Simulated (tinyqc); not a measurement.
What each parameter does: square lattice in a magnetic field (Harper-Hofstadter model).

Landau gauge, lattice period 1: the magnetic cell has q sites j = 0 to q - 1 along x. H_jj = -2 ty cos(ky + 2 pi p j/q), H_(j,j+1) = -tx, and the bond from q - 1 back to 0 is H_(q-1,0) = -tx exp(i q kx). The levels depend on k only through cos(q kx) and cos(q ky), so the band edges lie at (0, 0) and (pi/q, pi/q).

Values chosen for the exercise:
- p = 5 (flux per plaquette p/q, in units of h/e)
- q = 8
- tx = 0.8 meV (hopping along x)
- ty = 0.8 meV (hopping along y)

Bottom and width of band 1, the first gap and the total width of all bands.

One parameter was then changed.

Results before and after:

| case | bottom (meV) | width (meV) | first gap (meV) | total width (meV) |
|---|---|---|---|---|
| base | -2.0905 | 0.0650 | 0.0724 | 0.9617 |
| changed | -2.3196 | 0.0801 | 0.0739 | 1.1961 |

Which of these changes was made? (a) tx = 0.96 meV; (b) q = 9; (c) p = 3; (d) ty = 0.6 meV.
Answer: (a) tx = 0.96 meV. Of the candidates, run in turn, only this one gives the changed row.

All candidates:

| case | bottom (meV) | width (meV) | first gap (meV) | total width (meV) |
|---|---|---|---|---|
| base | -2.0905 | 0.0650 | 0.0724 | 0.9617 |
| tx = 0.96 meV | -2.3196 | 0.0801 | 0.0739 | 1.1961 |
| ty = 0.6 meV | -1.8672 | 0.0725 | 0.0529 | 1.0993 |
| p = 3 | -2.0905 | 0.0650 | 0.0724 | 0.9617 |
| q = 9 | -2.1044 | 0.0184 | 0.2469 | 0.8220 |

Flux p/q and 1 - p/q have the same spectrum: reversing the field leaves it alone, and one whole quantum is a gauge change.

Computed by tinyqc, a small Python program: `OMP_NUM_THREADS=1 python tinyqc.py 1282266 1282267 out.jsonl` (the numbers bound the seed that draws the inputs); one thread of a shared host (Intel(R) Xeon(R) Processor @ 2.30GHz), about 0.07 s for the whole set of steps.
